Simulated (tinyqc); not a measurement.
Comparisons within one model: density of states of one tight-binding band on the simple cubic lattice. A value that a table varies takes the place of the one given here.

E(k) = -2 t (c1 + c2 + c3) - 4 t2 (c1 c2 + c2 c3 + c3 c1) with ci = cos(2 pi ki); k in fractions of the reciprocal vectors, mesh k_i = j/N with j = 0 .. N-1. Densities are per cell and per spin, so the band holds one state.

Each cube of the mesh, corners numbered 0 to 7 as the binary number (i j l), is cut into six tetrahedra around the diagonal 0-7: 0137, 0157, 0237, 0267, 0457, 0467. For corner energies e1 <= e2 <= e3 <= e4 and eij = ei - ej, the share of the tetrahedron below E is n = (E - e1)^3/(e21 e31 e41) for e1 < E < e2; n = [e21^2 + 3 e21 x + 3 x^2 - (e31 + e42) x^3/(e32 e42)]/(e31 e41) with x = E - e2 for e2 < E < e3; n = 1 - (e4 - E)^3/(e41 e42 e43) for e3 < E < e4; its density of states is g = dn/dE.

Gaussian broadening: g(E) = mean over the mesh of exp(-(E - E_k)^2/(2 sigma^2))/(sigma sqrt(2 pi)), n(E) = mean of erfc((E_k - E)/(sigma sqrt 2))/2.

Inputs chosen for the exercise: t = 1.38 eV (nearest hopping); t2 = 0.22 eV (second hopping); N2 = 8 (mesh points along each axis in this comparison); sigma = 0.276 eV (Gaussian width); E = -6.94 eV (energy at which the density is wanted).

## Three ways to the same curve

N = N2 here; the reference is the linear method with N = 36.

g(E) (1/eV):

| E (eV) | reference | linear tetrahedra | Gaussian, sigma | Gaussian, sigma/4 | reference n(E) |
|---|---|---|---|---|---|
| -9.414 | 0.010 | 0.008 | 0.014 | 0.002 | 0.010 |
| -7.908 | 0.017 | 0.015 | 0.010 | 0.000 | 0.030 |
| -6.403 | 0.024 | 0.024 | 0.017 | 0.068 | 0.060 |
| -4.897 | 0.034 | 0.034 | 0.028 | 0.000 | 0.104 |
| -3.392 | 0.049 | 0.049 | 0.016 | 0.002 | 0.165 |
| -1.887 | 0.091 | 0.090 | 0.122 | 0.209 | 0.260 |
| -0.381 | 0.100 | 0.103 | 0.098 | 0.117 | 0.406 |
| 1.124 | 0.109 | 0.115 | 0.067 | 0.000 | 0.562 |
| 2.630 | 0.122 | 0.131 | 0.117 | 0.026 | 0.735 |
| 4.135 | 0.087 | 0.082 | 0.097 | 0.219 | 0.916 |

Root-mean-square errors against the reference: 0.0040 for linear tetrahedra, 0.0200 for sigma and 0.0762 for sigma/4. The narrow Gaussian is worse than the wide one, because it resolves the separate mesh levels. The reference is highest at 2.630 eV of the energies listed, and half filling lies between -0.381 and 1.124 eV.

## Convergence with the mesh

At the energy E; the plain count is the share of mesh points below E; the reference is the linear method with N = 36.

Results:

| N | points | g linear | n linear | g Gaussian | n Gaussian | n plain count |
|---|---|---|---|---|---|---|
| 4 | 64 | 0.0126 | 0.0167 | 0.0200 | 0.0180 | 0.0156 |
| 6 | 216 | 0.0213 | 0.0335 | 0.0410 | 0.0392 | 0.0324 |
| 8 | 512 | 0.0202 | 0.0398 | 0.0182 | 0.0499 | 0.0527 |
| 12 | 1728 | 0.0210 | 0.0448 | 0.0075 | 0.0477 | 0.0469 |
| 16 | 4096 | 0.0211 | 0.0465 | 0.0227 | 0.0485 | 0.0496 |
| 20 | 8000 | 0.0212 | 0.0473 | 0.0211 | 0.0494 | 0.0486 |

reference n and g: 0.0483  0.0213

The linear n(E) stays within 0.002 of the reference from N = 16 on. The Gaussian g still moves by more than 1 % between the last two meshes. At the last mesh it lies 0.000 1/eV from the reference g and the linear g 0.000. The plain count errs by +0.0003 at the last mesh.

## Critical points

The gradient vanishes at these points by symmetry; the signs of the eigenvalues of the second-derivative matrix give the type.

Critical points:

| point | k | E (eV) | positive | negative | type |
|---|---|---|---|---|---|
| Gamma | (0, 0, 0) | -10.9200 | 3 | 0 | minimum |
| X | (0.5, 0, 0) | -1.8800 | 2 | 1 | saddle |
| M | (0.5, 0.5, 0) | 3.6400 | 1 | 2 | saddle |
| R | (0.5, 0.5, 0.5) | 5.6400 | 0 | 3 | maximum |

Gamma is a minimum at -10.920 eV: its contribution to g starts as a square root. X is a saddle at -1.880 eV: g has a square-root kink there. M is a saddle at 3.640 eV: g has a square-root kink there. R is a maximum at 5.640 eV: its contribution to g ends as a square root.

## What moves the count of states

Linear method and Gaussian sum with N = 14. Each row changes one parameter from the base and keeps the others.

Results:

| case | n linear | g linear (1/eV) | n Gaussian | g Gaussian (1/eV) |
|---|---|---|---|---|
| base | 0.0458 | 0.0213 | 0.0504 | 0.0271 |
| t = 1.518 eV | 0.0580 | 0.0226 | 0.0618 | 0.0146 |
| E = -6.802 eV | 0.0488 | 0.0220 | 0.0539 | 0.0241 |
| sigma = 0.552 eV | 0.0458 | 0.0213 | 0.0497 | 0.0228 |
| t2 = 0.289 eV | 0.0533 | 0.0208 | 0.0583 | 0.0179 |

The largest shifts from the base row, up to three for each result and ties (the steps differ in size, so this ranks the rows, not the parameters). n linear: t +0.0122, t2 +0.0075, E +0.0030; unchanged at the printed digits by sigma. g linear (1/eV): t +0.0013, E +0.0007, t2 -0.0004; unchanged at the printed digits by sigma. n Gaussian: t +0.0114, t2 +0.0079, E +0.0035. g Gaussian (1/eV): t -0.0125, t2 -0.0092, sigma -0.0043.

Run: tinyqc, `OMP_NUM_THREADS=1 python tinyqc.py 1650511 1650512 out.jsonl`; Intel(R) Xeon(R) Processor @ 2.30GHz, one thread, shared host; about 0.2 s of CPU time with all checks.
